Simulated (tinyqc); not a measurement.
Threshold-voltage variability of a planar MOSFET, analytic estimates: one step of the calculation.

Three independent sources add in quadrature: random dopants in the depleted layer, metal-gate grains of two orientations, and roughness of the two gate edges acting through the roll-off VT = VT(long) - Vr exp(-L/l). These are first-order estimates: no three-dimensional electrostatics, no percolation.

Problem. Total spread, mismatch and leakage. s = sqrt(s1^2 + s2^2 + s3^2). For a pair: s(dVT) = sqrt(2) s; current mismatch sqrt(2) sqrt((gI s)^2 + sb^2); input offset = current mismatch/gI. For a Gaussian VT the off current is log-normal with mean/median = exp(s^2/(2 (n Vt)^2)).

Inputs (values chosen for the exercise); material values close to those of silicon: temperature T = 273 K; subthreshold factor n = 1.1; gm/I of a matched pair gI = 5 1/V; spread of the gain factor of one device sb = 2.9 %.

Constants: q = 1.602176634e-19 C, kB = 1.380649e-23 J/K, Vt = kB T/q. Results are converted to the units shown.

s1 = 25.654745 mV
s2 = 9.4499908 mV
s3 = 8.1310593 mV

Find: s; s(dVT); current mismatch; input offset; mean/median of Ioff.

Solution.

s = 28.523 mV
s(dVT) = 40.338 mV
current mismatch = 20.582 %
input offset = 41.164 mV
mean/median of Ioff = 1.8358

tinyqc, about 0.01 s, one thread, Intel Xeon 2.30GHz (shared host): `OMP_NUM_THREADS=1 python tinyqc.py 2090159 2090160 out.jsonl`
